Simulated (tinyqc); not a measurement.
Comparisons within one model: configuration-coordinate model of carrier capture at a defect. A value that a table varies takes the place of the one given here.

Two parabolas of equal curvature k in one coordinate Q: with the carrier free at the band edge, U_f = k Q^2/2; with the carrier trapped, U_t = k (Q - dQ)^2/2 - ET. ER = k dQ^2/2, Huang-Rhys factor S = ER/hw, hw = 0.0646541 sqrt(k/M) eV for k in eV/angstrom^2 and M in u. The curves cross at a height Eb = (ER - ET)^2/(4 ER) above the free minimum.

Multiphonon factor for giving p = ET/hw phonons to the lattice: W = exp(-S (2 nb + 1)) ((nb + 1)/nb)^(p/2) I_p(x), nb = 1/(exp(hw/kT) - 1), x = 2 S sqrt(nb (nb + 1)), I_p the modified Bessel function. Classical limit: W = hw exp(-Eb/kT)/sqrt(4 pi ER kT). At T = 0: exp(-S) S^p/Gamma(p + 1).

Constants: kB = 8.617333262e-05 eV/K.

Values chosen for the exercise (of the size met at a deep level in GaN; the results hold for these values, not for the real material): ET = 0.92 eV (thermal depth of the level below the band edge); ER = 0.35 eV (relaxation energy); hw = 0.038 eV (phonon energy of the mode); T = 77 K (temperature).

## Capture against temperature

The local activation energy is -d ln W/d(1/kT), by central differences with T changed by 1 %.

Against T:
```
T (K)  kT/hw  log10 W  log10 W, classical  activation energy (eV)
40     0.091   -4.740             -29.750                  0.0000
60     0.136   -4.737             -20.092                  0.0002
80     0.181   -4.724             -15.281                  0.0014
120    0.272   -4.639             -10.496                  0.0088
160    0.363   -4.487              -8.122                  0.0221
220    0.499   -4.204              -6.197                  0.0468
300    0.680   -3.828              -4.847                  0.0789
400    0.907   -3.433              -3.935                  0.1108
550    1.247   -3.000              -3.206                  0.1414
```

log10 W at T = 0 = -4.740
Eb = 0.2321 eV

At 40 K log10 W is -4.74, against -4.74 at T = 0 and -29.8 classically; at 550 K the two forms differ by +0.21. The activation energy read from an Arrhenius plot goes from 0.000 eV at 40 K to 0.141 at 550 K, with its largest value 0.141 at 550 K, against Eb = 0.232 eV; the classical form itself gives Eb - kT/2. A measured slope therefore understates the barrier.

## Capture against depth of the level

ET is varied at fixed ER, hw and T, as by moving the band edge with alloying or pressure.

Against ET:
```
ET/ER  ET (eV)  Eb (eV)  log10 W  log10 W, classical
0.10     0.035   0.0709   -3.062              -5.292
0.25     0.087   0.0492   -2.196              -3.874
0.50     0.175   0.0219   -1.350              -2.085
0.75     0.263   0.0055   -0.962              -1.011
1.00     0.350   0.0000   -0.886              -0.653
1.25     0.438   0.0055   -1.049              -1.011
1.50     0.525   0.0219   -1.403              -2.085
2.00     0.700   0.0875   -2.573              -6.380
3.00     1.050   0.3500   -6.287             -23.561
```

Capture is fastest at ET/ER = 1 among these rows, where the barrier vanishes or nearly so. The classical form is symmetric about ET = ER; the quantum one gives -1.35 at 0.5 and -1.40 at 1.5, against -2.08 for both. At ET = 3 ER it lies 17.3 decades above the classical value: deep levels capture by emitting many phonons, and the rate falls with depth by 10.6 decades per eV between the last two rows. Rows deeper than the gap of the host are formal.

## Phonon side bands at T = 0

Weights exp(-S) S^j/j! of the line with j phonons, S = ER/hw; absorption at ET + j hw, emission at ET - j hw (a dash if negative).

Lines:
```
j    weight  absorption (eV)  emission (eV)
0   0.00010            0.920          0.920
1   0.00092            0.958          0.882
2   0.00424            0.996          0.844
3   0.01302            1.034          0.806
4   0.02998            1.072          0.768
5   0.05523            1.110          0.730
6   0.08478            1.148          0.692
7   0.11155            1.186          0.654
8   0.12843            1.224          0.616
9   0.13144            1.262          0.578
10  0.12106            1.300          0.540
11  0.10137            1.338          0.502
12  0.07780            1.376          0.464
13  0.05512            1.414          0.426
```

The zero-phonon line holds 0.01 % of the band and the largest weight falls on j = 9, next to S = 9.21; the lines listed add to 0.9150.

## What each parameter does

Eb, log10 W and the full width 2.35482 sqrt(ER hw coth(hw/2kT)). Each row changes one parameter from the base and keeps the others.

Results:
```
case            Eb (eV)  log10 W  full width (eV)
base             0.2321   -4.727           0.2725
ET = 0.96 eV     0.2658   -5.186           0.2725
ER = 0.4 eV      0.1690   -3.897           0.2913
hw = 0.0456 eV   0.2321   -4.089           0.2978
T = 107 K        0.2321   -4.675           0.2760
```

The largest shifts from the base row, up to three for each result and ties (the steps differ in size, so this ranks the rows, not the parameters). Eb (eV): ER -0.0631, ET +0.0337; unchanged at the printed digits by hw and T. log10 W: ER +0.830, hw +0.638, ET -0.459. full width (eV): hw +0.0253, ER +0.0188, T +0.0036; unchanged at the printed digits by ET.

tinyqc: `OMP_NUM_THREADS=1 python tinyqc.py 1452828 1452829 out.jsonl`; about 0.01 s, one thread, shared Intel(R) Xeon(R) Processor @ 2.30GHz.
